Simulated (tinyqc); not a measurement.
Signal and retention of a DRAM cell: two steps of the calculation.

A stored one starts at Vd and leaks: Cs dV/dt = -I(V), I = a sqrt((V + Vb)/(Vd + Vb)) + b, with a = Ig exp[-(Eg1 q/kB)(1/T - 1/T0)] (generation in a depletion layer) and b = Is exp[-(Es q/kB)(1/T - 1/T0)]. The bit line is precharged to Vd/2, and charge sharing gives the signal (V - Vd/2) Cs/(Cs + Cb).

Parameters, values chosen for the exercise: array voltage Vd = 1 V; cell capacitance Cs = 9 fF; built-in plus back-bias voltage of the storage junction Vb = 1.65 V; junction leakage at V = Vd and T0 Ig = 3.3 fA; voltage-independent leakage at T0 Is = 0.41 fA; activation energy of Is Es = 0.39 eV; reference temperature T0 = 358 K; temperature T = 358 K; deviation of ln(retention time) over the cells sg = 0.51; cells Nc = 1.72e10; refresh interval tr = 32 ms; activation energy of Ig Eg1 = 0.61 eV.

Constants: q = 1.602176634e-19 C, kB = 1.380649e-23 J/K. Results are converted to the units shown.

Problem 1. Retention time. With s = sqrt((Vc + Vb)/(Vd + Vb)), the time from Vd to Vc is t = [2 Cs (Vd + Vb)/a] [1 - s - (b/a) ln((a + b)/(a s + b))].

Vc = 0.80488889 V

Find: a; b; retention time; estimate with the current held at a + b.

Solution 1.

a = 3.300 fA
b = 0.4100 fA
retention time = 0.4813 s
estimate with the current held at a + b = 0.4733 s

Problem 2. Failing cells. This time is the median of a log-normal spread: failing cells = Nc erfc(z/sqrt 2)/2, z = ln(t/tr)/sg. One failure is expected at the interval where that count equals 1.

retention time = 0.48134105 s

Find: z; failing cells; interval for one failure.

Solution 2.

z = 5.3154
failing cells = 915.38
interval for one failure = 17.995 ms

The weakest cell of the array lies about 6.44 deviations out, a factor of 26.7 below the median; the chosen interval is longer than that time.

Range of the model: Real arrays also hold a tail of unusually leaky cells and cells whose retention varies in time, which this model lacks.

Computed by the program tinyqc: `OMP_NUM_THREADS=1 python tinyqc.py 2130140 2130141 out.jsonl`, one thread of a shared Intel Xeon 2.30GHz, about 0.01 s for the whole run.
